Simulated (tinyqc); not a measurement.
Metal-interlayer-semiconductor contact, depinning against tunnelling resistance: one step of the calculation.

Zero bias, n-type semiconductor. Gap states at the semiconductor surface thin out as exp(-be ti), which unpins the barrier; electrons must then cross the interlayer (a rectangular barrier, no voltage drop across it) and the parabolic depleted layer, both by WKB. Energies E are counted from the Fermi level; no image force, parabolic bands.

Problem. Exponents and integrand on an energy grid. With U = phiB - xi: for xi < E < phiB, y = (E - xi)/U and G1 = (U/E00) [sqrt(1 - y) - y ln((1 + sqrt(1 - y))/sqrt(y))], G1 = 0 above phiB; G2 = 2 ti sqrt(mi max(phiB + dE - E, 0)/C), C = hbar^2/(2 m0); f = 1/(1 + exp(E/Vt)); integrand exp(-G1 - G2) f.

Values chosen for this exercise; semiconductor values close to those of silicon; interlayer mass of the order of that in silicon nitride, offset chosen freely:

| symbol | value | unit | meaning |
|---|---|---|---|
| T | 250 | K | temperature |
| ti | 0.7 | nm | interlayer thickness |
| dE | 2.1 | eV | conduction-band offset of the interlayer above the semiconductor |
| mi | 0.44 | m0 | tunnelling mass in the interlayer |

Constants: q = 1.602176634e-19 C, kB = 1.380649e-23 J/K, hbar = 1.054571817e-34 J s, m0 = 9.1093837015e-31 kg, Vt = kB T/q, hbar^2/(2 m0) = 0.0380998212 eV nm^2. Results are converted to the units shown.

E, point 0 to 14 (eV): 0.1  0.13143  0.16286  0.19429  0.22571  0.25714  0.28857  0.32  0.35143  0.38286  0.41429  0.44571  0.47714  0.50857  0.54
phiB = 0.50661388 eV
xi = 0.058145842 eV
E00 = 0.014681948 eV

Find: G1; G2; f; integrand.

Solution.

```
point     G1     G2          f  integrand (1e-13)
0      23.80  7.532   0.009548              0.002
1      20.18  7.485   0.002236              0.022
2      17.07  7.437   5.208e-4              0.118
3      14.34  7.389   1.211e-4              0.444
4      11.90  7.341   2.818e-5              1.237
5       9.72  7.293   6.551e-6              2.670
6       7.77  7.244   1.523e-6              4.594
7       6.03  7.194   3.541e-7              6.408
8       4.49  7.145   8.232e-8              7.324
9       3.14  7.095   1.914e-8              6.887
10      1.99  7.044   4.449e-9              5.314
11      1.05  6.994   1.035e-9              3.328
12      0.35  6.943  2.406e-10              1.641
13      0.00  6.891  5.593e-11              0.569
14      0.00  6.839  1.300e-11              0.139
```

tinyqc, about 0.04 s, one thread, Intel Xeon 2.30GHz (shared host): `OMP_NUM_THREADS=1 python tinyqc.py 2270167 2270168 out.jsonl`
